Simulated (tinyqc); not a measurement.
# Minority carriers and saturation current of a heavily doped emitter: approximations to the Fermi level

n-type, parabolic bands, full ionisation. eta = (EF - Ec)/kB T solves N = Nc F12(eta), F12(x) = (2/sqrt(pi)) int_0^infinity sqrt(u)/(1 + exp(u - x)) du. The gap shrinks rigidly by dEg = a3 y^(1/3) + a4 y^(1/4) + a2 y^(1/2), y = N/1e18 cm^-3, an empirical law that is here taken as the true narrowing.

With u = N/Nc: Boltzmann ln u; Joyce-Dixon ln u + 0.353553 u - 4.95009e-3 u^2 + 1.48386e-4 u^3 - 4.42563e-6 u^4; degenerate limit (3 sqrt(pi) u/4)^(2/3). The Einstein ratio is D/(mu Vt) = F12/Fm, Fm(x) = dF12/dx = (1/sqrt(pi)) int_0^infinity u^(-1/2)/(1 + exp(u - x)) du.

Values chosen for this exercise: conduction-band density of states at 300 K Nc = 2.61e19 cm^-3.

Results:

| N (cm^-3) | N/Nc | eta | Boltzmann | Joyce-Dixon | degenerate | D/(mu Vt) |
|---|---|---|---|---|---|---|
| 1.5e18 | 0.05747 | -2.836 | -2.856 | -2.836 | 0.1800 | 1.020 |
| 3.2e18 | 0.1226 | -2.056 | -2.099 | -2.056 | 0.2984 | 1.043 |
| 6.6e18 | 0.2529 | -1.286 | -1.375 | -1.286 | 0.4835 | 1.089 |
| 1.4e19 | 0.5364 | -0.4346 | -0.6229 | -0.4346 | 0.7981 | 1.187 |
| 5.8e19 | 2.222 | 1.561 | 0.7985 | 1.561 | 2.059 | 1.741 |
| 1.2e20 | 4.598 | 3.059 | 1.526 | 3.059 | 3.343 | 2.453 |
| 2.5e20 | 9.579 | 5.292 | 2.260 | 5.285 | 5.453 | 3.756 |
| 5.1e20 | 19.54 | 8.675 | 2.972 | 8.453 | 8.771 | 5.914 |
| 1e21 | 38.31 | 13.68 | 3.646 | 8.734 | 13.74 | 9.201 |

Estimate the missing row, N = 2.8e19 cm^-3.

Computed row:

| N (cm^-3) | N/Nc | eta | Boltzmann | Joyce-Dixon | degenerate | D/(mu Vt) |
|---|---|---|---|---|---|---|
| 2.8e19 | 1.073 | 0.4440 | 0.07027 | 0.4440 | 1.267 | 1.368 |

With this row back in the table: Boltzmann is within 0.1 of eta up to N/Nc = 0.25, Joyce-Dixon within 0.01 up to 9.6, and the degenerate limit is off by 0.060 in the last row. The Einstein ratio rises from 1.02 to 9.20: degenerate carriers diffuse faster for the same mobility.

Range of the model: Band tails, non-parabolic bands and incomplete ionisation are left out.

Program tinyqc, `OMP_NUM_THREADS=1 python tinyqc.py 2330164 2330165 out.jsonl`; Intel Xeon 2.30GHz, shared host, one thread, about 0.01 s.
